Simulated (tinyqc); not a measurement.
Oxide trap near a transistor channel: two-state multiphonon kinetics, telegraph noise and bias instability: one step, computed by the program tinyqc. Command: `OMP_NUM_THREADS=1 python tinyqc.py 3023208 3023209 out.jsonl oxidetrap walk`. One thread of a shared host (Intel(R) Xeon(R) Processor @ 2.30GHz), about 0.01 s of CPU time with the checks.

An n-channel device under positive gate bias. The trap is empty (state 1) or holds an electron (state 2); both states are parabolas of equal curvature, and the electron reservoir is taken at the Fermi level of the channel.

Question. Barriers and time constants. E_21 = E_t - e F x is the energy of state 2 over state 1; barriers E_c = (E_R + E_21)^2/(4 E_R), E_e = E_c - E_21; tau_c = exp(E_c/k_B T)/(k_0 P), tau_e = exp(E_e/k_B T)/(k_0 P), P the tunnelling factor; occupation f_2 = tau_e/(tau_c + tau_e); 1/tau_0 = 1/tau_c + 1/tau_e.

Inputs (values chosen for the exercise, with an insulator like SiO2 on silicon):
```
quantity                                value   unit
trap depth x from the interface           1.3     nm
trap level above E_F at zero field E_t   0.27     eV
relaxation energy E_R                     1.4     eV
oxide field F                             2.6  MV/cm
attempt rate k_0 at the interface       2e+11    1/s
temperature T                             200      K
```

Parts treated: one trap.

tunnelling factor = 2.013672e-07

Constants: k_B = 8.617333262e-05 eV/K.

Give: E_21; capture barrier E_c; emission barrier E_e; capture time tau_c; emission time tau_e; occupation f_2; tau_0.

Answer.

E_21 = -0.068 eV

capture barrier E_c = 0.3168 eV

emission barrier E_e = 0.3848 eV

capture time tau_c = 2391 s

emission time tau_e = 1.236e+05 s

occupation f_2 = 0.9810

tau_0 = 2346 s

The trap is almost always filled at this bias in equilibrium, which takes about tau_0 to reach.
